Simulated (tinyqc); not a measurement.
From results back to parameters: nanosheet or nanowire with hard walls, valleys of the Si type. Five cases, with inputs chosen for the exercise.

Problem. In a hard-walled rectangle E(n, l) = c pi^2 (n^2/(m_y W^2) + l^2/(m_z H^2)), c = hbar^2/2m0. Two levels were computed from hidden W and H.

Constants: hbar^2/2m0 = 3.80998211 eV angstrom^2.

Case 1.

Values chosen (out of a larger set: near those of Si; not measured data): m_y = 0.189 m0 (mass across the width); m_z = 0.908 m0 (mass along the height).

E(1, 1) = 0.027853 eV
E(2, 1) = 0.052696 eV

Case 2.

Values chosen (out of a larger set: near those of Si; not measured data): m_y = 0.19 m0 (mass across the width); m_z = 0.917 m0 (mass along the height).

E(1, 1) = 0.070089 eV
E(2, 1) = 0.210617 eV

Case 3.

Values chosen (out of a larger set: near those of Si; not measured data): m_y = 0.187 m0 (mass across the width); m_z = 0.916 m0 (mass along the height).

E(1, 1) = 0.042823 eV
E(2, 1) = 0.137082 eV

Case 4.

Values chosen (out of a larger set: near those of Si; not measured data): m_y = 0.188 m0 (mass across the width); m_z = 0.934 m0 (mass along the height).

E(1, 1) = 0.011689 eV
E(2, 1) = 0.022106 eV

Case 5.

Values chosen (out of a larger set: near those of Si; not measured data): m_y = 0.187 m0 (mass across the width); m_z = 0.919 m0 (mass along the height).

E(1, 1) = 0.011243 eV
E(2, 1) = 0.021293 eV

Find: width term; height term; W; H.

Solution. The difference of the two levels is three times the width term; the rest of E(1, 1) is the height term.

Case 1.

width term = 8.28 meV
height term = 19.57 meV
W = 155.0 angstrom
H = 46.0 angstrom

Case 2.

width term = 46.84 meV
height term = 23.25 meV
W = 65.0 angstrom
H = 42.0 angstrom

Case 3.

width term = 31.42 meV
height term = 11.40 meV
W = 80.0 angstrom
H = 60.0 angstrom

Case 4.

width term = 3.47 meV
height term = 8.22 meV
W = 240.0 angstrom
H = 70.0 angstrom

Case 5.

width term = 3.35 meV
height term = 7.89 meV
W = 245.0 angstrom
H = 72.0 angstrom

Computed by tinyqc, one run a case: `OMP_NUM_THREADS=1 python tinyqc.py N N+1 out.jsonl` with N = 1250449, 1250548, 1250569, 1250585, 1250610; one thread of a shared Intel(R) Xeon(R) Processor @ 2.30GHz, about 0.04 s a run at most.
